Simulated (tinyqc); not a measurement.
Raising the sheet density: Gamma, L and X subbands of a thin body with non-parabolic valleys.

Hard walls, flat band, c = hbar^2/2m0, energies from the bulk Gamma edge. For a valley at angle theta to the normal 1/m_z = cos^2/ml + sin^2/mt and m_d = sqrt(ml mt^2/m_z). Subband n starts at E_v + e with e (1 + a e) = c (n pi/t)^2/m_z, and its density-of-states mass is taken as m_d (1 + 2 a e), without further growth at higher in-plane energy. Groups are named by valley and degeneracy.

n_i = g m/(2 pi c) kB T ln(1 + exp((EF - E_i)/kB T)), sum n_i = Ns (1e12/cm^2 = 1e-4/angstrom^2), c = hbar^2/2m0. Quantum capacitance Cq = 1602.176634 sum g m/(2 pi c) f_i in microfarad/cm^2 with f_i = 1/(1 + exp((E_i - EF)/kB T)); Cox = 34.5313/eot (one gate); C/Cox = Cq/(Cq + Cox), the centroid term left out.

Constants: hbar^2/2m0 = 3.80998211 eV angstrom^2; kB = 8.617333262e-05 eV/K.

Inputs chosen for the exercise (near those of a thin Ge channel; the results hold for these values, not for the real material): face = 110 (surface); mG = 0.0382 m0 (Gamma mass); aG = 1.02 1/eV (Gamma non-parabolicity); EL = -0.151 eV (L edge above Gamma); mL = (1.626, 0.08) m0 (L valleys (four, along <111>): ml, mt); EX = 0.008 eV (X edge above Gamma); mX = (0.874, 0.193) m0 (Delta valleys (six, along <100>): ml, mt); aS = 0.62 1/eV (non-parabolicity of L and X); t = 82 angstrom (body thickness); T = 300 K (temperature); eot = 7 angstrom (equivalent oxide thickness); Nl = (0.5, 1, 2, 4, 7, 11, 16) x 1e12/cm^2 (sheet densities).

Fixed thickness, n = 1 to 8 of all groups; the gate overdrive above the lowest edge is (EF - E_lowest)/e + 0.1602177 Ns/Cox in volts.

Results:
```
Ns (1e12/cm^2),EF - lowest (eV),Gamma share (%),Cq,C/Cox,overdrive (V)
0.5,-0.067,0.0,3.02,0.380,-0.051
1.0,-0.049,0.0,5.88,0.544,-0.016
4.0,-0.009,0.0,20.67,0.807,0.121
7.0,0.009,0.0,32.69,0.869,0.237
11.0,0.026,0.0,46.18,0.903,0.383
16.0,0.041,0.0,60.36,0.924,0.560
```

Give the missing row, Ns (1e12/cm^2) = 2.0.

Computed row:
```
Ns (1e12/cm^2)  EF - lowest (eV)  Gamma share (%)     Cq  C/Cox  overdrive (V)
2.0                       -0.029              0.0  11.23  0.695          0.036
```

The lowest subband is L2 n=1; the light Gamma level lies 255 meV above it, above that valley in the bulk already and lifted further by confinement. At the highest density band filling takes 0.041 V of the 0.560 V overdrive. Cq grows from 3.0 to 60.4 microfarad/cm^2 while EF moves from -0.067 to +0.041 eV against the lowest edge; the Gamma share stays near 0 %.

tinyqc: `OMP_NUM_THREADS=1 python tinyqc.py 1280965 1280966 out.jsonl`; about 0.06 s, one thread, shared Intel(R) Xeon(R) Processor @ 2.30GHz.
